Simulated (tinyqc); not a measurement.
# Inputs raised by 5 %, one at a time

Model: chemically amplified photoresist: aerial image, acid generation, bake, development and line width. Computed by tinyqc, a small Python program. Command: `OMP_NUM_THREADS=1 python tinyqc.py 3009468 3009469 out.jsonl resist sens`. One thread of a shared host (Intel(R) Xeon(R) Processor @ 2.30GHz), about 0.03 s of CPU time with the checks.

Lines and spaces of pitch p with a two-beam-like image; x = 0 is the middle of the bright space. The resist is positive and treated as uniform in depth.

Inputs (values chosen for the exercise, for a model resist at 248 nm): pitch p = 240 nm; image contrast c = 0.49; mean dose E = 5.76 mJ/cm^2; Dill parameter C = 0.041 cm^2/mJ; quencher load q, relative to the acid generator = 0.19; acid diffusivity D = 5.2 nm^2/s; bake time t = 45 s; amplification rate k_amp = 0.043 1/s; threshold protection m_th = 0.61; development selectivity n = 3; largest rate r_max = 1300 nm/s; smallest rate r_min = 0.015 nm/s; resist thickness d = 210 nm; development time t_d = 45 s; photon energy = 5 eV; absorption coefficient alpha = 0.56 1/um.

Method:
- Dose E(x) = E [1 + c cos(2 pi x/p)]; acid h = 1 - exp(-C E(x)).
- Bake: the acid image is blurred by a Gaussian of variance sigma^2 = 2 D t (each Fourier term k of h, taken on 64 points, is multiplied by exp(-4 pi^2 k^2 D t/p^2)).
- Cosine coefficients: h(x) = sum_k h_k cos(2 pi k x/p).
- The quencher then removes q, h_eff = max(h_blurred - q, 0); protection m = exp(-k_amp t h_eff).
- Mack rate r = r_max (a + 1)(1 - m)^n/(a + (1 - m)^n) + r_min, a = ((n + 1)/(n - 1))(1 - m_th)^n.
- Edge: vertical development clears the film where r t_d >= d; the space width is twice the x where r = d/t_d.
- Dose sensitivity = d ln(width)/d ln E from widths at 1.005 E and E/1.005; image log-slope at the edge = |d ln E/dx|, normalised by the width (NILS); latitude for 10 % of width = 10 %/sensitivity.
- The edge lies at x = width/2.
- Absorbed photons per volume N = E(edge) alpha/(photon energy), 1 mJ/cm^2 = 62.41509 eV/nm^2, alpha in 1/nm; a Gaussian blur averages over a volume V = (2 sqrt(pi) sigma)^3; relative noise 1/sqrt(N V); edge noise sigma_x = (dh/d ln E) noise/|dh/dx|, with both derivatives of the blurred acid at the edge.

Runs:
```
input moved                                       from       to  space width (nm)  dose sensitivity  edge noise from photons (nm)  blur factor of the first harmonic
base run                                             -        -            100.20            2.0543                       0.71981                            0.85182
mean dose E (mJ/cm^2)                             5.76    6.048            109.88            1.7440                       0.67238                            0.85182
image contrast c                                  0.49   0.5145            101.04            1.9335                       0.68290                            0.85182
Dill parameter C (cm^2/mJ)                       0.041  0.04305            109.88            1.7440                       0.68899                            0.85182
quencher load q, relative to the acid generator   0.19   0.1995             90.14            2.4945                       0.76571                            0.85182
acid diffusivity D (nm^2/s)                        5.2     5.46            100.00            2.0756                       0.69930                            0.84502
bake time t (s)                                     45    47.25            101.92            2.0059                       0.69250                            0.84502
threshold protection m_th                         0.61   0.6405            103.14            1.9507                       0.70930                            0.85182
```

Exponents ln(y'/y) / ln(x'/x):
```
input                                            space width  dose sensitivity  edge noise from photons  blur factor of the first harmonic
mean dose E                                            1.889            -3.357                   -1.397                              0.000
image contrast c                                       0.171            -1.243                   -1.079                              0.000
Dill parameter C                                       1.889            -3.357                   -0.897                              0.000
quencher load q, relative to the acid generator       -2.169             3.979                    1.267                              0.000
acid diffusivity D                                    -0.042             0.211                   -0.593                             -0.164
bake time t                                            0.348            -0.488                   -0.793                             -0.164
threshold protection m_th                              0.592            -1.061                   -0.301                              0.000
```

To which inputs is each result most sensitive?

Among the inputs moved here: space width answers most in size to quencher load q, relative to the acid generator (exponent -2.169), next to mean dose E (+1.889). Dose sensitivity answers most in size to quencher load q, relative to the acid generator (exponent +3.979), next to mean dose E (-3.357). Edge noise from photons answers most in size to mean dose E (exponent -1.397), next to quencher load q, relative to the acid generator (+1.267). Blur factor of the first harmonic answers most in size to bake time t (exponent -0.164), and about equally to acid diffusivity D (-0.164); its exponent is below 0.0005 for mean dose E, image contrast c, Dill parameter C, quencher load q, relative to the acid generator, threshold protection m_th.

Caution (all rows): lateral development, standing waves and the joint diffusion of acid and quencher are left out, so widths are indicative. Caution (all rows): the noise counts photons alone (acid and quencher statistics add to it) and takes the film as thicker than the blur; a thinner film averages in two dimensions only.
